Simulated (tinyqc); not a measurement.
# Deal-Grove kinetics of thermal oxidation of silicon, step by step

A worked calculation. Computed by tinyqc, a small Python program that keeps every step. Command: `OMP_NUM_THREADS=1 python tinyqc.py 3002645 3002646 out.jsonl oxide walk`. One thread of a shared host (Intel(R) Xeon(R) Processor @ 2.30GHz), about 0.07 s of CPU time with the checks. Intermediate numbers are printed to about 5 digits and carried at full precision; extremes and crossings named in words are read from the listed rows.

Oxidant diffuses through the oxide and reacts at the interface, so that dx/dt = B/(A + 2x) for the oxide thickness x.

Inputs (values chosen for the exercise, close to those used for silicon): prefactor B0 = 685 um^2/h; activation energy E_B = 1.22 eV; prefactor (B/A)0 = 5.88e+06 um/h; activation energy E_A = 2.01 eV; temperature T = 950 C; oxidant pressure p = 1 atm; pressure exponent m of B/A = 0.72; initial oxide x_i = 0.005 um; time t = 0.26 h; ratio c of the extra rate to B/A = 2.6; decay length L = 0.011 um.

Ambient: dry oxygen. Surface: (111). Extension: thin-film term.

Constants: k_B = 8.617333262e-05 eV/K.

## Rate constants

B = B0 p exp(-E_B/(k_B T)), B/A = (B/A)0 p^m exp(-E_A/(k_B T)), p in atm; A = B/(B/A). Temperatures in kelvin are T(C) + 273.15.

parabolic constant B = 0.0064401 um^2/h

linear constant B/A = 0.030727 um/h

length A = 0.20959 um

Reaction at the interface limits growth while x is well below A/2 = 0.105 um, diffusion once x is well above it.

## Thickness after the oxidation

tau = (x_i^2 + A x_i)/B and x = (A/2) [sqrt(1 + 4 B (t + tau)/A^2) - 1], the root of x^2 + A x = B (t + tau). Silicon consumed is 0.44 times the oxide grown; the rate is B/(A + 2x).

tau = 0.16661 h

oxide thickness x = 0.012377 um

silicon consumed = 0.0032460 um

final growth rate = 0.027481 um/h

2x/A = 0.118: the interface reaction limits the rate.

## Full law against its linear and parabolic limits

Linear limit x = (B/A)(t + tau); parabolic limit x = sqrt(B (t + tau)).

Thickness (um):
```
t (h)     full  linear limit  parabolic limit    2x/A
0.05   0.00646       0.00666          0.03735  0.0616
0.1    0.00789       0.00819          0.04144  0.0753
0.25   0.01210       0.01280          0.05180  0.1155
0.5    0.01880       0.02048          0.06552  0.1794
1      0.03120       0.03585          0.08668  0.2977
2      0.05311       0.06657          0.11812  0.5068
4      0.08967       0.12803          0.16381  0.8556
8      0.14735       0.25094          0.22933  1.4060
16     0.23446       0.49675          0.32267  2.2373
32     0.36226       0.98838          0.45514  3.4568
```

Both limits lie above the full result, since each drops one resistance. The linear law overshoots by 3.1 % in the first row and 170 % in the last, the parabolic law by 480 % and 26 %. The better limit switches between 4 and 8 h; both give the same value where B (t + tau) = A^2, at 2x/A = sqrt5 - 1 = 1.24.

## A single trial Runge-Kutta step of the thin-film equation

With f(x) = B/(A + 2x) + c (B/A) exp(-x/L) and h = L/(4 f(x_i)): k1 = f(x_i), k2 = f(x_i + h k1/2), k3 = f(x_i + h k2/2), k4 = f(x_i + h k3), x = x_i + h (k1 + 2 k2 + 2 k3 + k4)/6.

step h = 0.034359 h

k1 to k4 (um/h): [0.080037, 0.073716, 0.074188, 0.068883]

x after the step = 0.0075467 um

## Thickness with the thin-film term

Thin-film (Massoud) form: dx/dt = B/(A + 2x) + c (B/A) exp(-x/L), integrated from x_i by fourth-order Runge-Kutta in 2000 steps, the i-th of length (2 i - 1) t/2000^2.

thickness with the thin-film term = 0.019050 um

The extra term adds 6.67 nm to the Deal-Grove value.

## What the thin-film term adds

The formulas are those given above.

Thickness:
```
t (h)  Deal-Grove (um)  with the term (um)  difference (nm)
0.02           0.00558             0.00653           0.9433
0.05           0.00646             0.00859           2.1362
0.1            0.00789             0.01159           3.6946
0.3            0.01347             0.02061           7.1393
1              0.03120             0.04085           9.6506
3              0.07234             0.08066           8.3269
10             0.17171             0.17714           5.4312
30             0.34826             0.35159           3.3351
```

The gain reaches at most 9.65 nm among these rows, at 1 h, and then shrinks, because the thicker film grows more slowly once diffusion matters. If the base rate kept its starting value B/(A + 2 x_i), the gain would level off at L ln(1 + c (1 + 2 x_i/A) exp(-x_i/L)) = 11.0 nm.

Checks made by the program: closed form against Runge-Kutta integration of dx/dt (relative difference below 1e-10).
